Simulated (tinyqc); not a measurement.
Band folding and unfolding in a supercell of a chain: one step. Levels and unfolding weights.

A chain with hopping -t and n = 8 sites a supercell. H(K) has v_j on the diagonal, -t between neighbours and -t exp(2 pi i K) on the bond that closes the cell (from the last site to the first of the next cell). The point K holds the n wave vectors k_m = (K + m)/n of the primitive zone, in 2 pi/a, m = 0 to n - 1, with E0 = -2t cos(2 pi k_m). The unfolding weight of a state c on k_m is |sum_j c_j exp(-2 pi i k_m j)|^2/n, j = 0 to n - 1.

Inputs chosen for the exercise: Kq = 0.43 2 pi/(n a) (wave vector in the small zone).

H (eV), lower triangle (Hermitian):
```
                    1          2          3          4          5
1            0.696000
2           -1.180000   0.492000
3                   0  -1.180000          0
4                   0          0  -1.180000  -0.492000
5                   0          0          0  -1.180000  -0.696000
6                   0          0          0          0  -1.180000
7                   0          0          0          0          0
8  1.067696-0.502420i          0          0          0          0

           6          7         8
6  -0.492000
7  -1.180000          0
8          0  -1.180000  0.492000
```

Problem. Diagonalise and project each state on the k_m.

Give: levels; weights.

Solution.

levels (eV): -2.6024  -1.9459  -0.9887  -0.7558  0.7558  0.9887  1.9459  2.6024

weights:
```
     level 1  level 2  level 3  level 4  level 5  level 6  level 7  level 8
m=0    0.553    0.364    0.076    0.006    0.000    0.000    0.000    0.000
m=1    0.028    0.057    0.872    0.007    0.035    0.000    0.001    0.000
m=2    0.000    0.001    0.035    0.000    0.884    0.014    0.051    0.015
m=3    0.000    0.000    0.000    0.000    0.067    0.002    0.527    0.404
m=4    0.000    0.000    0.000    0.000    0.006    0.076    0.364    0.553
m=5    0.000    0.001    0.000    0.035    0.007    0.872    0.057    0.028
m=6    0.015    0.051    0.014    0.884    0.000    0.035    0.001    0.000
m=7    0.404    0.527    0.002    0.067    0.000    0.000    0.000    0.000
```

The purest state keeps 88.4 % on one k and the most mixed (level 2 and 7) 52.7 %; rows and columns each add to one.

(tinyqc, `OMP_NUM_THREADS=1 python tinyqc.py 1481504 1481505 out.jsonl`, Intel(R) Xeon(R) Processor @ 2.30GHz, 1 thread, shared host, about 0.01 s.)
